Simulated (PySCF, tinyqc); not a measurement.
Worked calculation: RHF in the sto-6g basis, for B+, spin multiplicity 1. The lowest restricted solution is unstable here: a spin-polarised one lies 0.0000 hartree lower (PySCF). One step of it, computed by the program tinyqc.

Task: Iteration 1: diagonalisation and new density. Diagonalise F' = X^T F X, C = X C', fill 2 alpha and 2 beta electrons from the bottom; D = 2 C_occ C_occ^T. Each column has its largest component positive (the first on a tie).

Fock matrix F (hartree), order 1B 1s, 1B 2s, 1B 2px, 1B 2py, 1B 2pz:
$$\begin{pmatrix}
-8.762068 & -2.199943 & -0.097495 & -0.209647 & 0.229387 \\
-2.199943 & -1.381203 & 0.020078 & 0.028696 & 0.082003 \\
-0.097495 & 0.020078 & -0.438985 & -0.064577 & -0.017783 \\
-0.209647 & 0.028696 & -0.064577 & -0.525411 & -0.001180 \\
0.229387 & 0.082003 & -0.017783 & -0.001180 & -0.692669
\end{pmatrix}$$

X, order 1B 1s, 1B 2s, 1B 2px, 1B 2py, 1B 2pz:
$$\begin{pmatrix}
0.824725 & 0.000000 & 0.000000 & 0.000000 & 0.628722 \\
-0.824725 & 0.000000 & 0.000000 & 0.000000 & 0.628722 \\
0.000000 & 1.000000 & 0.000000 & 0.000000 & 0.000000 \\
0.000000 & 0.000000 & 1.000000 & 0.000000 & 0.000000 \\
0.000000 & 0.000000 & 0.000000 & 1.000000 & 0.000000
\end{pmatrix}$$

Give: F' = X^T F X; orbital energies; coefficients C; D after iteration 1.

Result:

F' = X^T F X (hartree):
$$\begin{pmatrix}
-3.906 & -0.097 & -0.197 & 0.122 & -3.827 \\
-0.097 & -0.439 & -0.065 & -0.018 & -0.049 \\
-0.197 & -0.065 & -0.525 & -0.001 & -0.114 \\
0.122 & -0.018 & -0.001 & -0.693 & 0.196 \\
-3.827 & -0.049 & -0.114 & 0.196 & -5.749
\end{pmatrix}$$

orbital energies (hartree): MO1 -8.777, MO2 -0.920, MO3 -0.684, MO4 -0.528, MO5 -0.404

coefficients C, order 1B 1s, 1B 2s, 1B 2px, 1B 2py, 1B 2pz:
$$\begin{pmatrix}
1.004 & -0.244 & -0.007 & -0.094 & 0.000 \\
-0.017 & 0.994 & 0.138 & 0.260 & 0.000 \\
0.012 & -0.125 & 0.057 & 0.450 & 0.882 \\
0.026 & -0.223 & -0.004 & 0.855 & -0.468 \\
-0.028 & -0.123 & 0.989 & -0.056 & -0.052
\end{pmatrix}$$

D after iteration 1, order 1B 1s, 1B 2s, 1B 2px, 1B 2py, 1B 2pz:
$$\begin{pmatrix}
2.133 & -0.519 & 0.085 & 0.160 & 0.003 \\
-0.519 & 1.977 & -0.250 & -0.444 & -0.244 \\
0.085 & -0.250 & 0.032 & 0.057 & 0.030 \\
0.160 & -0.444 & 0.057 & 0.101 & 0.053 \\
0.003 & -0.244 & 0.030 & 0.053 & 0.032
\end{pmatrix}$$
